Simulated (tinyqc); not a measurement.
Energy and lattice constant: complex band structure along [001] in sp3s* tight binding.

For k = (0, 0, kz) the phase sums are g0 = cos(phi) and g3 = i sin(phi), phi = kz a/4, and the s, pz, s* orbitals of anion (a) and cation (c) decouple from px, py. With z = exp(i phi), H(z) = H0 + z T + T^T/z for any complex z. H0 is diagonal (Esa, Epa, Exa, Esc, Epc, Exc). The anion-cation block is B(z) = z U + W/z and the cation-anion block z W^T + U^T/z, where U has Vss/2 (s,s), Vsapc/2 (s,z), -Vscpa/2 (z,s), Vxx/2 (z,z), Vxapc/2 (s*,z), -Vpaxc/2 (z,s*), and W has the same values with the s-z and s*-z signs reversed. |z| = 1 is a band state, |z| < 1 decays along [001] as exp(-kappa d) over a distance d, kappa = -(4/a) ln|z|. No spin-orbit coupling.

Values chosen for the exercise (out of a larger set: near a published set for InAs, fitted to gaps, whose masses and valley positions are rough (light masses up to twice too heavy); not measured data):
```
symbol  value                                                                                          unit      meaning
p       (-9.573, 0.909, -2.713, 3.723, 7.412, 6.723, -5.627, 1.845, 4.46, 3.028, 5.439, 3.367, 3.915)  eV        order Esa, Epa, Esc, Epc, Exa, Exc, Vss, Vxx, Vxy, Vsapc, Vscpa, Vxapc, Vpaxc
a       6.062                                                                                          angstrom  lattice constant
dE      0.15                                                                                           eV        E - Ev
```

The slowest root of the s-pz block and the heavy-hole branch, sinh^2(kappa a/4) = ((E - Epa)(E - Epc) - Vxx^2)/(Vxx^2 - Vxy^2), at E = Ev + dE with Ev the lower root of [[Epa, Vxx], [Vxx, Epc]]; the couplings are kept when a changes.

Results for these values:
```
case,slowest kappa (1/angstrom),heavy-hole kappa (1/angstrom)
base,0.0286,0.1325
```

What happens to each result for dE = 0.18 eV, all else kept?

Answer: slowest kappa rises from 0.0286 to 0.0298; heavy-hole kappa rises from 0.1325 to 0.1445.

The same for each parameter in turn:
```
case,slowest kappa (1/angstrom),heavy-hole kappa (1/angstrom)
base,0.0286,0.1325
dE = 0.18 eV,0.0298,0.1445
a = 6.244 angstrom,0.0277,0.1286
```

With the couplings fixed, kappa a stays, so kappa scales as 1/a.

Program tinyqc; command `OMP_NUM_THREADS=1 python tinyqc.py 1480092 1480093 out.jsonl`; about 0.02 s on one thread of a shared Intel(R) Xeon(R) Processor @ 2.30GHz.
